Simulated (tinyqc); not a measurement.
Schottky barrier on an n-type semiconductor with a doping step, non-linear Poisson equation by Newton steps: one step of the calculation.

One dimension, metal at x = 0, donor density C(x) = N1 for x < x1 and Nd beyond. Energies are counted from the electron Fermi level of the semiconductor and the conduction-band edge is Ec = -psi, so n = Nc exp(psi/Vt); holes follow the Fermi level of the metal, at -V, so p = Nv exp((V - psi - Eg)/Vt). Ends: psi(0) = V - phiB and psi = Vt ln(Nd/Nc) deep inside. Boltzmann statistics, full ionisation, no current, no image force in the Poisson equation.

Question. Newton step. Solve the tridiagonal system a_(i-1) d_(i-1) + b_i d_i + a_i d_(i+1) = -F_i for nodes 1 to 12, with d = 0 on fixed nodes. Half of the step is added while the largest |d| exceeds 1.5 Vt, the full step after that.

Values chosen for this exercise: temperature T = 350 K.

Constants: q = 1.602176634e-19 C, kB = 1.380649e-23 J/K, Vt = kB T/q. Results are converted to the units shown.

| interval | coupling a_i (F/cm^2) |
|---|---|
| 0 | 1.0685670e-6 |
| 1 | 9.2863565e-7 |
| 2 | 7.9597341e-7 |
| 3 | 6.9647674e-7 |
| 4 | 6.0469298e-7 |
| 5 | 5.2003596e-7 |
| 6 | 4.5089823e-7 |
| 7 | 3.8808654e-7 |
| 8 | 3.3915389e-7 |
| 9 | 3.0002075e-7 |
| 10 | 2.5163031e-7 |
| 11 | 2.2287256e-7 |
| 12 | 1.9025706e-7 |

| node | diagonal b (F/cm^2) | residual F (C/cm^2) |
|---|---|---|
| 1 | -1.9973664e-6 | -1.9151361e-7 |
| 2 | -1.7250905e-6 | -2.4293241e-9 |
| 3 | -1.4938897e-6 | -1.9487171e-9 |
| 4 | -1.3054562e-6 | -1.3034194e-9 |
| 5 | -1.1378926e-6 | -5.5704539e-10 |
| 6 | -1.0143022e-6 | 2.0365143e-8 |
| 7 | -1.5826113e-6 | -2.2525788e-8 |
| 8 | -1.8926959e-6 | -1.1087999e-10 |
| 9 | -2.0524003e-6 | -3.5955303e-12 |
| 10 | -2.2140594e-6 | -7.8757643e-14 |
| 11 | -2.4024489e-6 | -1.0165288e-15 |
| 12 | -2.6335687e-6 | -8.3738758e-18 |

| node | psi after iteration 1 (V) |
|---|---|
| 0 | -0.61000000 |
| 1 | -0.40572999 |
| 2 | -0.37765033 |
| 3 | -0.34893192 |
| 4 | -0.32017499 |
| 5 | -0.29075089 |
| 6 | -0.25920833 |
| 7 | -0.17791886 |
| 8 | -0.16864518 |
| 9 | -0.16670085 |
| 10 | -0.16636422 |
| 11 | -0.16631643 |
| 12 | -0.16631127 |
| 13 | -0.16631079 |

Find: Newton step d, before damping; psi after iteration 2.

Answer.

| node | Newton step d, before damping (V) |
|---|---|
| 1 | -0.16421 |
| 2 | -0.14696 |
| 3 | -0.12387 |
| 4 | -0.09494 |
| 5 | -0.06014 |
| 6 | -0.02012 |
| 7 | -0.02107 |
| 8 | -0.00452 |
| 9 | -0.00076 |
| 10 | -0.00010 |
| 11 | -0.00001 |
| 12 | 0.00000 |

| node | psi after iteration 2 (V) |
|---|---|
| 0 | -0.61000 |
| 1 | -0.48783 |
| 2 | -0.45113 |
| 3 | -0.41087 |
| 4 | -0.36765 |
| 5 | -0.32082 |
| 6 | -0.26927 |
| 7 | -0.18846 |
| 8 | -0.17090 |
| 9 | -0.16708 |
| 10 | -0.16642 |
| 11 | -0.16632 |
| 12 | -0.16631 |
| 13 | -0.16631 |

Numbers from tinyqc (`OMP_NUM_THREADS=1 python tinyqc.py 2020009 2020010 out.jsonl`; about 0.09 s on one thread of a shared Intel Xeon 2.30GHz).
